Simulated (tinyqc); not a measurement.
Scale length and length offset from two DIBL values.

Inverse problem. DIBL = exp(-Le/(2 l)) + 2 exp(-Le/l) with Le = L - dL. Find l, dL and the drawn length for a DIBL of 100 mV/V.

DIBL at drawn lengths 70 and 100 nm (mV/V): 101.18675  31.304434

Answer. With e = exp(-Le/(2 l)), 2 e^2 + e = DIBL gives e and so Le/l at each length; Le/l is a straight line in L with slope 1/l.

l = 14.0 nm
dL = 1.40 nm
length for 100 mV/V = 70.3 nm

Numbers from tinyqc (`OMP_NUM_THREADS=1 python tinyqc.py 2002168 2002169 out.jsonl`; about 0.01 s on one thread of a shared Intel Xeon 2.30GHz).
